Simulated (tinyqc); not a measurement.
# From one set of inputs to another, one input at a time

Model: atomic layer deposition: Langmuir saturation, growth per cycle and coating of deep features. Computed by tinyqc, a small Python program. Command: `OMP_NUM_THREADS=1 python tinyqc.py 3000417 3000418 out.jsonl ald ladder`. One thread of a shared host (Intel(R) Xeon(R) Processor @ 2.30GHz), about 0.05 s of CPU time with the checks.

Precursor A sticks only on free sites, so a long enough pulse saturates; co-reactant B then frees the sites again.

The inputs printed are set A. Set A is modelled on titanium nitride from the chloride and ammonia; the values taken over come from a set modelled on zinc oxide from diethylzinc and water. Inputs not listed in the table keep their values of set A, so the rows need not describe a real material.

Inputs (values chosen for the exercise, modelled on titanium nitride from the chloride and ammonia):

| quantity | value | unit |
|---|---|---|
| precursor mass M | 190 | u |
| site density q | 1.8 | 1/nm^2 |
| growth per cycle at saturation G | 0.37 | angstrom |
| sticking probability beta on free sites | 0.0036 | - |
| precursor pressure p | 0.67 | Pa |
| temperature T | 175 | C |
| pulse time t | 0.035 | s |
| co-reactant completion per pulse c_B | 0.99 | - |
| desorption energy E_d | 1.65 | eV |
| purge time t_p | 6.6 | s |
| aspect ratio a | 13 | - |

Feature: round hole.

Constants: u = 1.6605390666e-27 kg; k_B = 1.380649e-23 J/K; k_B = 8.617333262e-05 eV/K.

Method:
- Wall flux F = p/sqrt(2 pi M k_B T); rate of filling k_a = beta F/q; desorption k_d = 1e13 exp(-E_d/(k_B T)) per second. 1/m^2 = 1e-18/nm^2.
- Temperatures in kelvin are T(C) + 273.15.
- One cycle from coverage th0: pulse A gives th1 = th_s + (th0 - th_s) exp(-(k_a + k_d) t), th_s = k_a/(k_a + k_d); the purge leaves th2 = th1 exp(-k_d t_p); pulse B converts c_B th2 into film and leaves th3 = (1 - c_B) th2. Growth = G c_B th2.
- The periodic state has th0 = th3: th0 = (1 - c_B) e_p th_s (1 - e_a)/(1 - (1 - c_B) e_p e_a), with e_a = exp(-(k_a + k_d) t), e_p = exp(-k_d t_p).
- Share of impinging molecules used = q (th1 - th0)/(F t).
- Diffusion-limited filling (Gordon) of a round hole of diameter w: a saturation front at depth z needs dz/dt = D_K n/(z (4q/w)), with Knudsen D_K = w c/3 and F = n c/4; including the entrance and floor terms, t = (q/F)(1 + 19a/4 + 3a^2/2). Reaction-limited filling needs ln(100)/k_a at any depth, k_a = beta F/q. Flow is molecular. The front picture holds when the modulus a sqrt(beta) is well above 1.
- Depth reached by the given pulse: solve the same formula for a. Exposure = p x diffusion-limited time; 1 langmuir = 1.33322e-4 Pa s.

Each row keeps all changes above it:

| input moved | from | to | growth per cycle (angstrom) | diffusion-limited time (s) | aspect ratio reached by the front in time t |
|---|---|---|---|---|---|
| set A | - | - | 0.12729 | 0.094096 | 7.38 |
| precursor pressure p (Pa) | 0.67 | 8.2 | 0.36426 | 0.007688 | 29.43 |
| precursor mass M (u) | 190 | 124 | 0.36570 | 0.006211 | 32.91 |
| aspect ratio a | 13 | 40 | 0.36570 | 0.050887 | 32.91 |
| pulse time t (s) | 0.035 | 3.5 | 0.36629 | 0.050887 | 343.10 |
| temperature T (C) | 175 | 250 | 0.36323 | 0.054980 | 330.02 |
| purge time t_p (s) | 6.6 | 9.7 | 0.36180 | 0.054980 | 330.02 |
| sticking probability beta on free sites | 0.0036 | 0.0005 | 0.36179 | 0.054980 | 330.02 |

Where does the difference come from?

Growth per cycle goes from 0.127 to 0.362, a factor 2.84 in all. The largest single move comes from precursor pressure p (a factor 2.86). Diffusion-limited time goes from 0.0941 to 0.0550, a factor 0.584 in all. The largest single move comes from precursor pressure p (a factor 0.0817), and aspect ratio a works against it (a factor 8.19). Aspect ratio reached by the front in time t goes from 7.38 to 330, a factor 44.7 in all. The largest single move comes from pulse time t (a factor 10.4). The single moves hold for this order of the switches; the total does not depend on the order.

Caution (all rows): the modulus is not well above 1 or the Gordon time is under three times ln(100)/k_a, so there is no sharp front: the Gordon time is only a lower bound and the reaction time must be met as well. Caution (rows set A): the pulse is shorter than ln(100)/k_a, so even the open surface is not saturated and the depth reached has no meaning. Caution (rows set A, precursor pressure p, precursor mass M, aspect ratio a): the depth reached is formal here: it is under 2/sqrt(beta), so no sharp front has formed.

Extremes, crossings and ranges named in words are read from the listed rows.
